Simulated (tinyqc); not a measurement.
Capillary instabilities by surface diffusion: grooving and agglomeration of films, edge retraction, wire break-up and smoothing of roughness: one step, computed by the program tinyqc. Command: `OMP_NUM_THREADS=1 python tinyqc.py 3018616 3018617 out.jsonl dewet walk`. One thread of a shared host (Intel(R) Xeon(R) Processor @ 2.30GHz), about 0.01 s of CPU time with the checks.

Isotropic surface energy; shapes change by surface diffusion alone.

Task: Break-up of a free wire. A wire with r + A cos(k z) has dA/dt = (B/r^4) (kr)^2 [1 - (kr)^2] A: unstable for wavelengths above 2 pi r, fastest at kr = 1/sqrt 2 with the rate B/(4 r^4); break-up time about (4 r^4/B) ln(r/A0); each wavelength makes a sphere of radius (3 r^2 lambda_m/4)^(1/3).

Inputs (values chosen for the exercise, for a model film):

| quantity | value | unit |
|---|---|---|
| temperature T | 1164 | K |
| time t | 7100 | s |
| wire radius r | 13 | nm |
| initial ripple over radius | 0.05 | - |

B = 39870.79 nm^4/s

Give: fastest wavelength; break-up time; radius of the spheres; t over the break-up time.

Result:

fastest wavelength = 115.51 nm

break-up time = 8.5838 s

radius of the spheres = 24.464 nm

t over the break-up time = 827.14

The wire breaks up within t. Caution: faceting can stabilise wires along low-index directions.
